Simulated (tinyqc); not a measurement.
# Inversion-layer mobility, back-scattering and ballistic limit of a field-effect transistor, step by step

A worked calculation. Computed by tinyqc, a small Python program that keeps every step. Command: `OMP_NUM_THREADS=1 python tinyqc.py 3014554 3014555 out.jsonl mos walk`. One thread of a shared host (Intel(R) Xeon(R) Processor @ 2.30GHz), about 0.01 s of CPU time with the checks. Intermediate numbers are printed to about 6 digits and carried at full precision; extremes and crossings named in words are read from the listed rows.

The charge at the top of the source barrier is fixed by the gate; series resistance and short-channel effects are left out. F_j are Fermi integrals normalised to exp(eta) in the classical limit.

Inputs (values chosen for the exercise, modelled on a germanium p-channel): transport mass m = 0.21 m_0; valley degeneracy g_v = 1; weight w of the inversion charge = 0.333; permittivity eps = 16; phonon mobility at 1 MV/cm and 300 K, mu_ph = 230 cm^2/(V s); roughness mobility at 1 MV/cm, mu_sr = 330 cm^2/(V s); Coulomb mobility at N_inv = 1e12/cm^2, mu_C = 440 cm^2/(V s); electrical oxide thickness t_inv = 1.6 nm; depletion charge N_dep = 1e+12 1/cm^2; gate overdrive V_G - V_T = 0.23 V; drain voltage V_D = 0.05 V; channel length L = 750 nm; exponent a of the critical length = 0.63; temperature T = 300 K.

Statistics at the top of the barrier: Fermi-Dirac.

Constants: eps_0 = 8.8541878128e-12 F/m; e = 1.602176634e-19 C; m_0 = 9.1093837015e-31 kg; k_B = 1.380649e-23 J/K; hbar = 1.054571817e-34 J s; k_B = 8.617333262e-05 eV/K.

## Charge and field

N_inv = 3.9 eps_0 (V_G - V_T)/(e t_inv); effective field E_eff = e (N_dep + w N_inv)/(eps eps_0).

inversion density N_inv = 3.09821e+12 1/cm^2

effective field E_eff = 0.229775 MV/cm

## Effective mobility

mu_phonon = mu_ph (E_eff/1 MV/cm)^(-0.3) (T/300 K)^(-1.75); mu_rough = mu_sr (E_eff/1 MV/cm)^(-2); mu_Coulomb = mu_C (N_inv/1e12 cm^-2) (T/300 K); Matthiessen's rule adds 1/mu.

phonon part = 357.550 cm^2/(V s)

roughness part = 6250.43 cm^2/(V s)

Coulomb part = 1363.21 cm^2/(V s)

effective mobility mu = 270.976 cm^2/(V s)

The phonon part is the lowest and holds 76 % of 1/mu.

## Ballistic limit

F_j(eta) = (1/Gamma(j + 1)) int_0^infinity x^j/(1 + exp(x - eta)) dx, F_0 = ln(1 + exp(eta)). Integrals over x = E/(k_B T) use 160 Gauss-Legendre points in u = sqrt(x) from 0 to sqrt(max(eta, 0) + 32). Ballistic channel: N_2D = g_v m k_B T/(pi hbar^2), U = e V_D/(k_B T); eta_F solves N_inv = (N_2D/2)[F_0(eta_F) + F_0(eta_F - U)]; v_T = sqrt(2 k_B T/(pi m)); I/W = e (N_2D/2) v_T [F_1/2(eta_F) - F_1/2(eta_F - U)]; injection velocity v_T F_1/2(eta_F)/F_0(eta_F).

N_2D = 2.26783e+12 1/cm^2

eta_F = 1.91223

thermal velocity v_T = 1.17405 1e7 cm/s

injection velocity = 1.54447 1e7 cm/s

ballistic current I/W = 414.815 microampere/micrometre

Degeneracy raises the injection velocity by a factor 1.32.

## Back-scattering

Mean free path lambda = (2 k_B T/e)(mu/v_T) F_0(eta_0)/F_-1/2(eta_0), with eta_0 from N_inv = N_2D F_0(eta_0); critical length l = L (1 + U)^(-a), an empirical rule; back-scattering r = l/(l + lambda). Then eta solves N_inv = (N_2D/2)[(1 + r) F_0(eta) + (1 - r) F_0(eta - U)] and I/W = e (N_2D/2) v_T (1 - r)[F_1/2(eta) - F_1/2(eta - U)]. Ballistic ratio: I over the ballistic current. Apparent mobility 1/(1/mu + 1/mu_B), mu_B = mu L/lambda.

eta_0 = 1.07167

mean free path lambda = 15.3944 nm

critical length l = 380.674 nm

back-scattering coefficient r = 0.961132

current I/W = 10.7725 microampere/micrometre

ballistic ratio = 0.0259694

apparent low-field mobility = 265.526 cm^2/(V s)

L/lambda = 48.72; at this drain voltage the first 381 nm can return carriers, and the ratio is 3 %.

## Channel length

The last column is the long-channel law e N_inv mu V/L with V = V_D - V_D^2/(2 V_ov) below pinch-off and V_ov/2 above, V_ov = V_G - V_T.

Currents (microampere/micrometre):
```
L (nm)         r      I/W  ballistic ratio  long-channel law
5       0.141523  335.095         0.807819           1198.89
10      0.247955  280.382         0.675921            599.44
20      0.397379  210.701         0.507940            299.72
40      0.568749  140.212         0.338011            149.86
80      0.725099   83.760         0.201921             74.93
160     0.840646   46.329         0.111686             37.47
400     0.929520   19.778         0.047680             14.99
1000    0.970563    8.129         0.019596              5.99
```

The current scales as L^-0.97 at the long end and as L^-0.26 at the short end, where it reaches 81 % of the ballistic 415. The long-channel law passes the ballistic limit between 10.0 and 20.0 nm and has no meaning below. At 1000 nm the model gives 1.36 times the long-channel law; the rule for l is a fit for short devices and fails wherever the model exceeds that law. Raising mu by 10 % at 20 nm raises I by 4.8 %.

## The mobility curve

The formulas are those given above.

Mobilities (cm^2/(V s)):
```
V_G - V_T (V)  N_inv (1/cm^2)  E_eff (MV/cm)   phonon  roughness  Coulomb    total
0.03              4.04114e+11       0.128314  425.839    20043.2   177.81  124.655
0.06              8.08229e+11       0.143533  411.758    16018.1   355.62  188.572
0.12              1.61646e+12       0.173971  388.673    10903.3   711.24  245.666
0.20              2.69410e+12       0.214555  364.977     7168.6  1185.40  268.601
0.35              4.71467e+12       0.290651  333.209     3906.3  2074.45  267.439
0.50              6.73524e+12       0.366747  310.755     2453.5  2963.50  252.334
0.75              1.01029e+13       0.493573  284.264     1354.6  4445.26  223.163
1.00              1.34705e+13       0.620399  265.416      857.4  5927.01  195.973
1.50              2.02057e+13       0.874052  239.479      432.0  8890.51  151.440
```

The lowest part is Coulomb from 0.0300 to 0.0600, phonon from 0.120 to 1.50 V. The total peaks at 269 near E_eff = 0.21 MV/cm: screening lifts it at low density and the field presses it down at high density.

Checks made by the program: long channel and small V_D against the drift formula e N mu V_D/L (relative difference 2e-04).
